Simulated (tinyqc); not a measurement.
What moves the results: armchair graphene nanoribbon in tight binding. A value that a table varies takes the place of the one given here.

An armchair ribbon of N dimer lines, width (N - 1) sqrt3 acc/2, period 3 acc, one pz orbital a site. In line n, A_n binds to B_n with -t exp(ik/3), times (1 + d) in the two edge lines, and to B_(n-1) and B_(n+1) with -t exp(-ik/6); k runs from -pi to pi. For d = 0 the modes across the ribbon are sin(n p pi/(N + 1)), p = 1 to N, with E = -/+ t sqrt(1 + 4 c^2 + 4 c cos(k/2)), c = cos(p pi/(N + 1)).

Constants: hbar^2/2m0 = 3.80998211 eV angstrom^2.

Parameters, chosen for this exercise (near those used for graphene; shifted at random, so the results belong to these values and not to a real crystal):
- t = 2.6 eV (hopping)
- acc = 1.42 angstrom (bond length)
- N0 = 13 (first width)
- d1 = 0.12 (edge correction)
- N = 3 (dimer lines)
- d = 0.08 (relative strengthening of the edge bonds)
- k = 2.18 (k times the period 3 acc)

## Three families of gaps

Nine widths from N0 on, gaps at k = 0 with d = 0 and d = d1.

Gaps:

| N | family | width (angstrom) | gap, d = 0 (eV) | gap, d1 (eV) | gap x (N + 1) sqrt3 acc/2 (eV angstrom) |
|---|---|---|---|---|---|
| 13 | 3p+1 | 14.76 | 0.6876 | 0.8263 | 14.23 |
| 14 | 3p+2 | 15.99 | 0.0000 | 0.1188 | 2.19 |
| 15 | 3p | 17.22 | 0.5779 | 0.4758 | 9.36 |
| 16 | 3p+1 | 18.45 | 0.5643 | 0.6767 | 14.15 |
| 17 | 3p+2 | 19.68 | 0.0000 | 0.0988 | 2.19 |
| 18 | 3p | 20.91 | 0.4883 | 0.4012 | 9.37 |
| 19 | 3p+1 | 22.14 | 0.4785 | 0.5730 | 14.09 |
| 20 | 3p+2 | 23.37 | 0.0000 | 0.0846 | 2.18 |
| 21 | 3p | 24.60 | 0.4227 | 0.3468 | 9.38 |

What does this show, and why?

Without edge correction the 3p+2 ribbons have no gap and the other two families nearly share one curve. With it the mean of the last column is 14.16 for 3p+1, 9.37 for 3p and 2.19 eV angstrom for 3p+2: the stronger edge bonds raise the gap of 3p+1, lower that of 3p and open one in 3p+2. Within a family the gap falls about as 1/width. One-electron gaps of this kind leave out the self-energy and exciton terms, which are large in narrow ribbons.

## Mass and gap go together

Nine widths from N0 on. Lowest conduction band for d = d1: m/m0 = c q^2/(E(q) - E(0)) with q = h/(3 acc), h = 0.001, c = hbar^2/2m0. Dirac rule: m = Eg/(2 v^2), that is m/m0 = c Eg/(hbar v)^2 with hbar v = 3 t acc/2.

Masses:

| N | gap (eV) | mass (m0) | Dirac rule (m0) |
|---|---|---|---|
| 13 | 0.8263 | 0.1155 | 0.1027 |
| 14 | 0.1188 | 0.0145 | 0.0148 |
| 15 | 0.4758 | 0.0523 | 0.0591 |
| 16 | 0.6767 | 0.0925 | 0.0841 |
| 17 | 0.0988 | 0.0121 | 0.0123 |
| 18 | 0.4012 | 0.0449 | 0.0498 |
| 19 | 0.5730 | 0.0771 | 0.0712 |
| 20 | 0.0846 | 0.0104 | 0.0105 |
| 21 | 0.3468 | 0.0393 | 0.0431 |

How do the results move?

The ratio of mass to the Dirac rule runs from 0.88 (N = 15) to 1.13 (N = 13). Its mean is 0.90 for N = 3p, 1.10 for 3p+1 and 0.98 for 3p+2: the lowest modes of 3p and 3p+1 lie on opposite sides of the Dirac point, where the velocity along the ribbon differs. The largest gap (N = 13) and the heaviest mass (N = 13) belong to one ribbon.

## What each parameter does

Gap at k = 0, lowest positive level at k, and highest level at k = 0. Each row changes one parameter from the base and keeps the others.

Results:

| case | gap (eV) | lowest level at k (eV) | top of the band (eV) |
|---|---|---|---|
| base | 1.9489 | 2.8080 | 6.3824 |
| t = 2.73 eV | 2.0463 | 2.9484 | 6.7015 |
| N = 4 | 2.2842 | 2.4591 | 6.8659 |
| d = 0.13 | 1.8237 | 2.9380 | 6.4498 |
| k = 1.744 | 1.9489 | 2.8080 | 6.3824 |

What can be read from the table?

The largest shifts from the base row, up to three for each result and ties (the steps differ in size, so this ranks the rows, not the parameters). gap (eV): N +0.3354, d -0.1252, t +0.0974; unchanged at the printed digits by k. lowest level at k (eV): N -0.3489, t +0.1404, d +0.1300; unchanged at the printed digits by k. top of the band (eV): N +0.4835, t +0.3191, d +0.0674; unchanged at the printed digits by k.

Computed by tinyqc, a small Python program: `OMP_NUM_THREADS=1 python tinyqc.py 1452672 1452673 out.jsonl` (the numbers bound the seed that draws the inputs); one thread of a shared host (Intel(R) Xeon(R) Processor @ 2.30GHz), about 0.02 s for the whole set of steps.
